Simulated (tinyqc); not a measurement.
# Square on-chip spiral inductor, lumped pi model: what changes with what

Outer diameter do = di + 2 n wd + 2 (n - 1) sp, mean da = (do + di)/2, fill p = (do - di)/(do + di), length l = 4 n da. L = 2.34 mu0 n^2 da/(1 + 2.75 p), mu0 = 4 pi 1e-7 H/m. Rs = rho l/(wd delta (1 - exp(-th/delta))), delta = sqrt(rho/(pi f mu0)). Cs = n wd^2 eps0 eo/hu across the coil. At each end Cox = l wd eps0 eo/(2 ho) leads to the substrate branch Rsi = 2 rs he/(l wd) in parallel with Csi = l wd eps0 11.7/(2 he). With one end grounded Y = 1/(Rs + i w L) + i w Cs + 1/[1/(i w Cox) + 1/(1/Rsi + i w Csi)], w = 2 pi f; Q = -Im Y/Re Y. Eddy currents in neighbouring turns and in the substrate are left out.

Parameters, values chosen for the exercise; values of the order met in silicon radio-frequency processes:

| symbol | value | unit | meaning |
|---|---|---|---|
| n | 4.5 |  | number of turns |
| wd | 20 | um | line width |
| sp | 1.5 | um | space between turns |
| di | 140 | um | inner diameter |
| th | 3.4 | um | metal thickness |
| rho | 2.2 | uohm cm | metal resistivity |
| ho | 7.6 | um | oxide below the coil |
| hu | 0.8 | um | oxide between coil and underpass |
| eo | 3 |  | relative permittivity of the oxide |
| rs | 1000 | ohm cm | substrate resistivity |
| he | 50 | um | effective spreading depth in the substrate |
| f | 4.1 | GHz | frequency |

Constants: eps0 = 8.8541878128e-12 F/m. Results are converted to the units shown.

Each table varies one quantity; the others keep the values above.

## Quality factor against frequency

Apparent inductance Im(1/Y)/w; share of the loss Re(substrate branch)/Re Y.

Quality factor against frequency:
```
f (GHz),Rs (ohm),w L/Rs,Q,apparent inductance (nH),loss in the substrate (%)
0.096,1.698,2.354,2.352,6.629,0.02737
0.16,1.802,3.697,3.691,6.633,0.07820
0.26,1.934,5.598,5.575,6.641,0.1988
0.42,2.107,8.300,8.215,6.662,0.4804
0.69,2.349,12.23,11.92,6.723,1.160
1.1,2.656,17.25,16.19,6.877,2.572
1.8,3.096,24.22,20.60,7.340,5.717
3,3.725,33.54,21.45,9.078,12.28
4.9,4.556,44.79,9.541,23.59,23.39
```

What does the table show?

Q goes from 2.35 through a maximum of 21.5 (at f = 3 GHz among the rows listed) to 9.54; the exact peak is 22.0 at 2.52 GHz and Q reaches zero at the self-resonance, 5.77 GHz. The share of the substrate rises from 0.0274 to 23.4 %, and the apparent inductance ends at 3.56 times L. At the peak the substrate takes 9.56 % of the loss.

## Effect of the number of turns

Same model as above.

Peak Q and its frequency from a search over f; self-resonance where Im Y = 0; Q at the given f (negative beyond resonance).

Effect of the number of turns:
```
n,L (nH),do (um),peak Q,f of the peak (GHz),self-resonance (GHz),Q at f
1.5,0.7555,201.5,29.25,14.00,31.75,18.67
2.5,2.022,244.5,27.12,6.470,14.67,24.51
3.5,3.951,287.5,24.55,3.816,8.662,24.45
4.5,6.628,330.5,22.02,2.523,5.767,16.24
5.5,10.15,373.5,19.70,1.784,4.126,0.3800
6.5,14.61,416.5,17.62,1.320,3.099,-18.46
8.5,26.75,502.5,14.18,0.7903,1.926,-46.95
```

Read the table: what changes, and by how much?

As n goes from 1.5 to 8.5, L rises from 0.756 to 26.7 nH, the peak Q falls from 29.3 to 14.2, its frequency falls from 14.0 to 0.790 GHz and the self-resonance falls from 31.7 to 1.93 GHz.

Program tinyqc, `OMP_NUM_THREADS=1 python tinyqc.py 2302164 2302165 out.jsonl`; Intel Xeon 2.30GHz, shared host, one thread, about 0.01 s.
